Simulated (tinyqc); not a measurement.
Conductance of a narrow metal strip with scatterers (square lattice, Green functions), step by step. Values are carried at full precision from step to step, so a last printed digit may differ when a step is redone from the rounded ones.

A strip of W sites across with hard walls, site energy 0 and hopping -t. Mode n = 1 to W has profile chi_n(j) = sqrt(2/(W + 1)) sin(n j pi/(W + 1)) and energy en = -2t cos(n pi/(W + 1)); E = en - 2t cos(kn a). With z_n = exp(i kn a) (Im k > 0 for closed modes, |z| < 1) each lead gives the self-energy -t z_n in mode n. One column carries the site energies v, here a uniform barrier across the strip, as of a grain boundary. In the mode basis V_nm = sum_j chi_n(j) v_j chi_m(j), G = (E - en + 2 t z_n - V)^-1, and t_nm = 2t sqrt(sin(kn a) sin(km a)) G_nm in size for open modes. T = sum |t_nm|^2, conductance (2e^2/h) T.

Constants: e^2/h = 3.874045865e-05 S.

Inputs chosen for the exercise (hopping and spacing of the size met in Cu or Al; the lattice is a model; not measured data): t = 1.61 eV (hopping); a = 2.86 angstrom (spacing); W = 3 (sites across); E = -2.31 eV (Fermi energy); v = (2.9, 2.9, 2.9) eV (site energies in the scattering column).

## Modes at the Fermi energy

For each n: en, cos(kn a) = (en - E)/(2t), z_n and the velocity 2 t a sin(kn a) (zero if closed).

Modes:
```
n  en (eV)  cos(k a)                 z  dE/dk (eV angstrom)
1  -2.2769   0.01028  0.01028+0.99995i               9.2087
2   0.0000   0.71739  0.71739+0.69667i               6.4158
3   2.2769   1.42450           0.41001               0.0000
```

2 of 3 modes are open, so the clean strip has a resistance of 6453 ohm, whatever its length.

## The scatterer in the mode basis

Form V_nm.

V (eV):
```
        n=1     n=2     n=3
n=1  2.9000       0       0
n=2       0  2.9000       0
n=3       0       0  2.9000
```

A uniform column does not mix the modes.

## Green function and transmission

E - en + 2 t z_n = 2t (z_n - cos(kn a)). Invert, form |t_nm|^2 = (2t)^2 Im(z_n) Im(z_m) |G_nm|^2 and sum. The added resistance is 1/(2 (e^2/h) T) less the same for the clean strip.

G (1/eV):
```
                 n=1              n=2      n=3
n=1  -0.1544-0.1715i           0.0000   0.0000
n=2           0.0000  -0.2157-0.1669i   0.0000
n=3           0.0000           0.0000  -0.1622
```

|t_nm|^2:
```
        n=1     n=2  n=3
n=1  0.5521       0    0
n=2       0  0.3744    0
n=3       0       0    0
```

T = 0.9265
added resistance = 7477 ohm

Mode 2 passes least (0.374) and mode 1 most (0.552); 0.0 % of the transmitted flux changes mode.

## Checks

- Transmitted plus reflected flux against the number of open modes: both 2.00000.

Program tinyqc; command `OMP_NUM_THREADS=1 python tinyqc.py 1451038 1451039 out.jsonl`; about 0.01 s on one thread of a shared Intel(R) Xeon(R) Processor @ 2.30GHz.
